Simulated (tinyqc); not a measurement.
Four-point probe, van der Pauw, Hall and spreading-resistance readings of a semiconductor layer: one step, computed by the program tinyqc. Command: `OMP_NUM_THREADS=1 python tinyqc.py 3113047 3113048 out.jsonl probe walk`. One thread of a shared host (Intel(R) Xeon(R) Processor @ 2.30GHz), about 0.01 s of CPU time with the checks.

The layer is uniform and ohmic; contacts are points unless a radius is given.

Task: Spreading resistance. Flat disc contact with the current density of a half-space: R = (rho/(4 a)) c, c = (4/pi) int_0^infinity K(x t/a) sin(x) J1(x)/x^2 dx for a conducting backing, K = tanh, with the voltage averaged over the disc; c tends to 1 for t >> a.

Inputs (values chosen for the exercise, modelled on n-type silicon): layer thickness t = 880 micrometre; radius a of the spreading-resistance contact = 3.8 micrometre.

Backing of the layer: conducting.

resistivity rho = 0.01942580 ohm cm

Give: rho/(4 a); factor c; spreading resistance; column estimate rho t/(pi a^2).

Result:

rho/(4 a) = 12.780 ohm

factor c = 0.99809

spreading resistance = 12.756 ohm

column estimate rho t/(pi a^2) = 3768.3 ohm
